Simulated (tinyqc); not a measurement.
Worked calculation: MP2 on RHF in the 3-21g basis, for H2, spin multiplicity 1. One step of it, computed by the program tinyqc.

Question. Iteration 8 (converged): orbitals. Diagonalise F' = X^T F X, C = X C', fill 1 alpha and 1 beta electrons from the bottom; D = 2 C_occ C_occ^T. Each column has its largest component positive (the first on a tie).

converged F (hartree), lower triangle:
```
           1H 1s      1H 2s      2H 1s      2H 2s
1H 1s   0.227606
1H 2s  -0.410731  -0.309369
2H 1s  -0.377236  -0.398109   0.227606
2H 2s  -0.398109  -0.370744  -0.410731  -0.309369
```

X:
```
               1          2          3         4
1H 1s  -0.684605   0.886536   0.662727  0.274640
1H 2s   1.553251  -0.684212   0.292101  0.355852
2H 1s   0.684605   0.886536  -0.662727  0.274640
2H 2s  -1.553251  -0.684212  -0.292101  0.355852
```

Give: F' = X^T F X; orbital energies; coefficients C; D after iteration 8.

Answer.

F' = X^T F X (hartree), lower triangle:
```
        1      2      3       4
1   0.917
2   0.000  1.091
3  -0.514  0.000  0.532
4   0.000  0.052  0.000  -0.511
```

orbital energies (hartree): MO1 -0.513, MO2 0.175, MO3 1.092, MO4 1.273

coefficients C:
```
         MO1     MO2     MO3     MO4
1H 1s  0.246   0.154   0.895  -0.940
1H 2s  0.378   1.125  -0.672   1.110
2H 1s  0.246  -0.154   0.895   0.940
2H 2s  0.378  -1.125  -0.672  -1.110
```

D after iteration 8, lower triangle:
```
       1H 1s  1H 2s  2H 1s  2H 2s
1H 1s  0.121
1H 2s  0.186  0.286
2H 1s  0.121  0.186  0.121
2H 2s  0.186  0.286  0.186  0.286
```
